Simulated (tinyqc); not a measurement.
What moves the coefficients: Boltzmann transport in a parabolic band with a power-law relaxation time.

F_j(eta) = (1/Gamma(j + 1)) integral_0^infinity x^j dx/(1 + exp(x - eta)), which tends to exp(eta) for eta << 0.

n = N F_1/2(eta) with N = 2 (m kB T/(4 pi c))^(3/2) with c = hbar^2/2m0, in 1/angstrom^3; times 1e24 for 1/cm^3, m = md.

tau = tau0 x^r with x = E/kT. With K_j = Gamma(j + 1) F_j(eta): <tau> = tau0 (r + 3/2) K_(r+1/2)/((3/2) K_(1/2)); mu = <tau>/(mc m0/e), m0/e = 5.685630e-12 kg/C; Hall factor rH = (3/2) K_(1/2) (2r + 3/2) K_(2r+1/2)/((r + 3/2) K_(r+1/2))^2; Seebeck S = -(kB/e) [(r + 5/2) K_(r+3/2)/((r + 3/2) K_(r+1/2)) - eta]; Lorenz number L = (kB/e)^2 [(r + 7/2) K_(r+5/2)/((r + 3/2) K_(r+1/2)) - ((r + 5/2) K_(r+3/2)/((r + 3/2) K_(r+1/2)))^2]; kB/e in V/K. Valley anisotropy is left out of rH.

Constants: hbar^2/2m0 = 3.80998211 eV angstrom^2; kB = 8.617333262e-05 eV/K.

Parameters, chosen for this exercise (masses near those of InAs; tau0 is set for a mobility of the usual size at this n, kL is a free input; freeze-out and phonon drag, which matter near 77 K, are left out; not measured data):
- md = 0.026 m0 (density-of-states mass)
- mc = 0.026 m0 (conductivity mass)
- tau0 = 1100 fs (tau at E = kT)
- r = 0 (exponent of tau)
- T = 77 K
- kL = 49 W/(m K) (lattice thermal conductivity)
- n = 4.5e+13 1/cm^3 (electron density)

sigma = e n mu with e = 1.602176634e-19 C; ZT = S^2 sigma T/(kL + L sigma T).

Results for these values:

| case | mu (cm^2/(V s)) | sigma (S/cm) | S (microvolt/K) | ZT |
|---|---|---|---|---|
| base | 7.441e+04 | 0.5365 | -708.1 | 4.23e-05 |

What happens to each result for kL = 24.5 W/(m K), all else kept?

Answer: mu does not change at the printed digits; sigma does not change at the printed digits; S does not change at the printed digits; ZT rises from 4.23e-05 to 8.45e-05.

The same for each parameter in turn:

| case | mu (cm^2/(V s)) | sigma (S/cm) | S (microvolt/K) | ZT |
|---|---|---|---|---|
| base | 7.441e+04 | 0.5365 | -708.1 | 4.23e-05 |
| md = 0.034 m0 | 7.441e+04 | 0.5365 | -742.8 | 4.65e-05 |
| mc = 0.0338 m0 | 5.724e+04 | 0.4127 | -708.1 | 3.25e-05 |
| n = 9e+13 1/cm^3 | 7.441e+04 | 1.073 | -648.4 | 7.09e-05 |
| tau0 = 1650 fs | 1.116e+05 | 0.8047 | -708.1 | 6.34e-05 |
| kL = 24.5 W/(m K) | 7.441e+04 | 0.5365 | -708.1 | 8.45e-05 |
| T = 127 K | 7.441e+04 | 0.5365 | -772.8 | 8.30e-05 |

The row for T keeps tau0 fixed; for phonon scattering tau0 itself falls as T rises.

Program tinyqc; command `OMP_NUM_THREADS=1 python tinyqc.py 1652306 1652307 out.jsonl`; about 0.01 s on one thread of a shared Intel(R) Xeon(R) Processor @ 2.30GHz.
